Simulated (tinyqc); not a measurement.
Composition of the buffer: band edges of strained Si(1-x)Ge(x) on relaxed Si(1-y)Ge(y).

Values are linear in the Ge fraction but for ED(x) = linear - CD x (1 - x) and a(x) = linear - Ca x (1 - x). Energies are on the common scale of Ev.

Coherent growth on a (001) face: e_par = (a(y) - a(x))/a(x), e_perp = -2 (C12/C11) e_par; exx = eyy = e_par, ezz = e_perp, no shear.

A valley with unit axis u lies at Ev + gap + (av + a_valley) tr(e) + Xu (u.e.u - tr(e)/3); the Delta axes are x, y, z and the L axes [111], [1-1-1], [-11-1], [-1-11]. The second-order shift of the Delta valleys under shear is left out; it lowers the pair normal to the sheared plane by tens of meV at a shear of 1 %.

Valence edges: Ev plus the levels of the 6 x 6 matrix of X, Y, Z times spin with -Dso/3 + l exx + m (eyy + ezz) on the diagonal (cyclic), n exy off it, l = av + 2 b, m = av - b, n = sqrt(3) d. Spin-orbit term (Dso/3) L.sigma on X, Y, Z with (L_k)_ij = -i epsilon_kij: <X+|H|Y+> = -i Dso/3, <X+|H|Z-> = Dso/3, <Y+|H|Z-> = -i Dso/3, <Z+|H|X-> = -Dso/3, <Z+|H|Y-> = i Dso/3, <X-|H|Y-> = i Dso/3, and their conjugates; + and - are the spin along z.

Parameters, chosen for this exercise (end members near Si and Ge, in this order; the results hold for these values, not for the real material):

| symbol | value | unit | meaning |
|---|---|---|---|
| a | (5.437, 5.653) | angstrom | lattice constant |
| Dso | (0.043, 0.293) | eV | spin-orbit splitting |
| av | (2.5, 1.23) | eV | valence hydrostatic potential |
| b | (-2.13, -2.52) | eV | tetragonal shear potential |
| d | (-4.77, -5.31) | eV | trigonal shear potential |
| C11 | (167.7, 128.2) | GPa |  |
| C12 | (63, 48.2) | GPa |  |
| C44 | (79.5, 65.8) | GPa |  |
| Ev | (0, 0.62) | eV | top of the unstrained valence band |
| ED | (1.167, 0.934) | eV | gap to the Delta valleys |
| EL | (1.983, 0.734) | eV | gap to the L valleys |
| aD | (1.69, 1.2) | eV | hydrostatic potential of the Delta gap |
| aL | (-3.15, -2.65) | eV | hydrostatic potential of the L gap |
| XuD | (9.21, 9.17) | eV | uniaxial potential, Delta |
| XuL | (15.54, 15.08) | eV | uniaxial potential, L |
| CD | 0.179 | eV | bowing of the Delta gap |
| Ca | 0 | angstrom | bowing of the lattice constant |
| face | 001 |  | growth face |
| x | 0.81 |  | Ge fraction of the layer |

The layer is kept. dEc = Ec(buffer) - Ec(layer), dEv = Ev(layer) - Ev(buffer); buffer edges Ev(y) and Ev(y) + min(ED, EL). The digit behind Delta or L counts whole valleys.

Results:

| y | e_par (%) | lowest valleys | gap (eV) | next valleys above (meV) | valence splitting (meV) | dEc (eV) | dEv (eV) |
|---|---|---|---|---|---|---|---|
| 0.26 | -2.12 | Delta4 | 0.712 | 241 | 109 | -0.033 | 0.393 |
| 0.37 | -1.69 | Delta4 | 0.760 | 197 | 97 | -0.035 | 0.314 |
| 0.47 | -1.31 | Delta4 | 0.803 | 157 | 83 | -0.033 | 0.243 |
| 0.58 | -0.89 | Delta4 | 0.851 | 113 | 63 | -0.027 | 0.164 |
| 0.68 | -0.50 | Delta4 | 0.894 | 73 | 39 | -0.018 | 0.093 |
| 0.79 | -0.08 | Delta4 | 0.942 | 12 | 7 | -0.003 | 0.014 |
| 0.89 | 0.31 | Delta2 | 0.908 | 38 | 28 | -0.007 | -0.029 |
| 1.00 | 0.73 | Delta2 | 0.846 | 62 | 70 | -0.046 | -0.066 |

The gap is 0.712 eV in the first row and 0.846 eV in the last, with its largest listed value, 0.942 eV, at y = 0.79: it peaks near the match y = x, since strain of either sign narrows it. The lowest valleys change: Delta4 to Delta2 between y = 0.79 and 0.89. Per 0.1 of y the valence offset moves by -62 meV on average; the conduction offset lies between -46 and -3 meV, not monotonically. Both carriers sit on one side for y = 0.89 and 1.00, and on opposite sides elsewhere. Offsets below about 30 meV are within the spread of parameter sets, so those rows do not settle the type. Strains above 2 % can be kept only in layers of a few nanometres.

(tinyqc, `OMP_NUM_THREADS=1 python tinyqc.py 1051563 1051564 out.jsonl`, Intel(R) Xeon(R) Processor @ 2.30GHz, 1 thread, shared host, about 0.01 s.)
